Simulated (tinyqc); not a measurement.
Temperature and isotope dependence of a band gap in oscillator models: sweeps and comparisons. A value that a table varies takes the place of the one given here.

E(T) = E0 - sum_i sl_i th_i n_i(T), n = 1/(exp(th/T) - 1). The same coupling lowers the gap at 0 K by the zero-point term ZP = sum_i sl_i th_i/2, so the gap of the static lattice is E0 + ZP. Thermal expansion is taken as part of the slopes.

Two-parameter forms are made to pass through the falls at the two temperatures T12: Varshni aV T^2/(T + bV), from the line T^2/fall = (T + bV)/aV; one oscillator s1 t1/(exp(t1/T) - 1), with t1 from the ratio of the falls.

Constants: kB = 8.617333262e-05 eV/K; hbar^2/2m0 = 3.80998211 eV angstrom^2.

Parameters, chosen for this exercise (near those of SiC; the results hold for these values, not for the real material): E0 = 3.289 eV (gap at 0 K); th = (300, 931) K (temperatures of two oscillators); sl = (0.2084, 0.3126) meV/K (their high-temperature slopes); T12 = (400, 810) K (temperatures of the fits); mm = 0.85 m0 (geometric mean of the density-of-states masses); T = 50 K (temperature).

## How far the fits carry

Falls of the gap from E0, and errors of the two fits against the model.

Results:

| T (K) | fall (meV) | Varshni - model (meV) | one oscillator - model (meV) | fall/ZP |
|---|---|---|---|---|
| 20 | 0.00 | 0.31 | 0.00 | 0.000 |
| 50 | 0.16 | 1.69 | -0.15 | 0.001 |
| 100 | 3.30 | 3.74 | -2.48 | 0.019 |
| 200 | 20.75 | 4.94 | -4.40 | 0.117 |
| 300 | 50.07 | 3.08 | -2.05 | 0.283 |
| 400 | 87.43 | 0.00 | 0.00 | 0.495 |
| 600 | 174.62 | -3.48 | 1.26 | 0.988 |
| 800 | 269.58 | -0.33 | 0.10 | 1.525 |

Below the first fit point the largest errors are +4.94 meV (Varshni, 200 K, on a fall of 20.75 meV) and -4.40 meV (one oscillator, 200 K); a T^2 law cannot freeze out; a single oscillator misses the soft modes. No row lies well beyond the second fit point, so the table does not test extrapolation to high T. The thermal fall equals ZP between 600 and 800 K.

## What the shift does to the intrinsic density

ni = 2 (mm kT/(4 pi c))^(3/2) exp(-E/2kT), c = hbar^2/2m0, with E(T) and with E0; 1 angstrom^-3 = 1e24 cm^-3. Apparent gap from an Arrhenius plot of ni/T^(3/2): E(T) - T dE/dT, dE/dT = -sum sl_i (th_i/T)^2 n_i (1 + n_i).

Results:

| T (K) | E(T) (eV) | ni (cm^-3) | ni with E(T) / ni with E0 | apparent gap (eV) |
|---|---|---|---|---|
| 200 | 3.2682 | 7.10e-23 | 1.826 | 3.3161 |
| 250 | 3.2549 | 2.33e-14 | 2.209 | 3.3286 |
| 300 | 3.2389 | 1.22e-08 | 2.634 | 3.3409 |
| 350 | 3.2210 | 0.000160 | 3.086 | 3.3523 |
| 400 | 3.2016 | 0.205 | 3.554 | 3.3623 |
| 500 | 3.1594 | 5.05e+03 | 4.498 | 3.3786 |
| 700 | 3.0675 | 6.36e+08 | 6.271 | 3.4004 |

Using E0 in place of E(T) understates ni by a factor that rises from 1.83 to 6.27, towards exp(sum sl/2kB) = 20.6. The slope of an Arrhenius plot returns neither E(T) nor E0 but the intercept of the tangent, 3.3409 eV at 300 K, which lies 52 meV above E0 and tends to the static gap 3.4658 eV.

## What each parameter does

Gap at T, slope -sum sl_i (th_i/T)^2 n_i (1 + n_i) and ZP. Each row changes one parameter from the base and keeps the others.

Results:

| case | E(T) (eV) | dE/dT (meV/K) | ZP (meV) |
|---|---|---|---|
| base | 3.2888 | -0.0187 | 176.78 |
| T = 90 K | 3.2867 | -0.0899 | 176.78 |
| E0 = 3.299 eV | 3.2988 | -0.0187 | 176.78 |
| th = (300, 1117) K | 3.2888 | -0.0187 | 205.85 |
| sl = (0.2709, 0.3126) meV/K | 3.2888 | -0.0243 | 186.15 |

The largest shifts from the base row, up to three for each result and ties (the steps differ in size, so this ranks the rows, not the parameters). E(T) (eV): E0 +0.0100, T -0.0022; unchanged at the printed digits by th and sl. dE/dT (meV/K): T -0.0712, sl -0.0056; unchanged at the printed digits by E0 and th. ZP (meV): th +29.07, sl +9.38; unchanged at the printed digits by T and E0.

tinyqc: `OMP_NUM_THREADS=1 python tinyqc.py 1850071 1850072 out.jsonl`; about 0.01 s, one thread, shared Intel(R) Xeon(R) Processor @ 2.30GHz.
